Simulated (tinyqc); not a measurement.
A tight-binding chain with uneven site energies, recursive Green functions: two steps of the calculation.

The device has N = 8 slices of 1 site(s), nearest-neighbour hopping -t, and site energies U; the leads are semi-infinite continuations with site energy 0. V = <i+1|H|i> = -t 1.

Values chosen for this exercise:
- t = 1 eV (hopping (matrix element -t))
- U = [-0.19, 2.48, 0.86, 0.8, 1.2, -1.12, 0.89, 0.89] eV (site energies, slice by slice)
- E = -1.41 eV (energy)

Constants: q = 1.602176634e-19 C, h = 6.62607015e-34 J s. Results are converted to the units shown.

Problem 1. Forward pass. Forward pass: g_1 = (E - H_1 - Sigma)^(-1), g_i = (E - H_i - V g_(i-1) V^dagger)^(-1), with Sigma also subtracted on the last slice; G_(i,1) = g_i V G_(i-1,1), starting from g_1. H_i is the block of slice i, its site energy.

Sigma = -0.70500000-0.70920730i eV

Give: g_i; G_(i,1) of the forward pass.

Solution 1.

```
site	g_i (1/eV)	G_(i,1) of the forward pass (1/eV)
1	-0.670-0.923i	-0.6704-0.9232i
2	-0.287-0.082i	-0.1164-0.3201i
3	-0.503-0.021i	-0.0519-0.1636i
4	-0.586-0.007i	-0.0292-0.0962i
5	-0.494-0.002i	-0.0143-0.0476i
6	4.901-0.042i	0.0720+0.2326i
7	-0.139-0.001i	0.0098+0.0324i
8	-0.555-0.271i	-0.0033+0.0206i
```

Problem 2. Transmission. T(E) = Tr[Gamma G_(N,1) Gamma G_(N,1)^dagger]. Conductance (2 q^2/h) T(E).

G_(N,1) = -0.003312815+0.020608300i 1/eV
Gamma = 1.4184146 eV

Find: T(E); conductance.

Solution 2.

T(E) = 8.765e-4
conductance = 0.06791 uS

Inverting the whole matrix gives the same value.

tinyqc, about 0.01 s, one thread, Intel Xeon 2.30GHz (shared host): `OMP_NUM_THREADS=1 python tinyqc.py 2660020 2660021 out.jsonl`
